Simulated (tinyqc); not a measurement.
Inside a calculation. Method: CCSD on RHF in the sto-3g basis, for BeH2, spin multiplicity 1. One step of it, computed by the program tinyqc.

Question. Orthogonalisation. S = U s U^T; symmetric (Loewdin) form X = U s^(-1/2) U^T, so that X^T S X = 1.

overlap S:
```
           1Be 1s    1Be 2s   1Be 2px    1Be 2py   1Be 2pz     2H 1s      3H 1s
1Be 1s   1.000000  0.259517  0.000000   0.000000  0.000000  0.040225   0.040225
1Be 2s   0.259517  1.000000  0.000000   0.000000  0.000000  0.363749   0.363749
1Be 2px  0.000000  0.000000  1.000000   0.000000  0.000000  0.000000   0.000000
1Be 2py  0.000000  0.000000  0.000000   1.000000  0.000000  0.447586  -0.447586
1Be 2pz  0.000000  0.000000  0.000000   0.000000  1.000000  0.000000   0.000000
2H 1s    0.040225  0.363749  0.000000   0.447586  0.000000  1.000000   0.012451
3H 1s    0.040225  0.363749  0.000000  -0.447586  0.000000  0.012451   1.000000
```

Give: eigenvalues of S; X.

Answer.

eigenvalues of S: 0.3608  0.4502  0.9569  1.0000  1.0000  1.6054  1.6268

X:
```
          1Be 1s   1Be 2s  1Be 2px  1Be 2py  1Be 2pz    2H 1s    3H 1s
1Be 1s    1.0285  -0.1503   0.0000   0.0000   0.0000   0.0209   0.0209
1Be 2s   -0.1503   1.1563   0.0000   0.0000   0.0000  -0.2233  -0.2233
1Be 2px   0.0000   0.0000   1.0000   0.0000   0.0000   0.0000   0.0000
1Be 2py   0.0000   0.0000   0.0000   1.2201   0.0000  -0.3114   0.3114
1Be 2pz   0.0000   0.0000   0.0000   0.0000   1.0000   0.0000   0.0000
2H 1s     0.0209  -0.2233   0.0000  -0.3114   0.0000   1.1730  -0.0558
3H 1s     0.0209  -0.2233   0.0000   0.3114   0.0000  -0.0558   1.1730
```
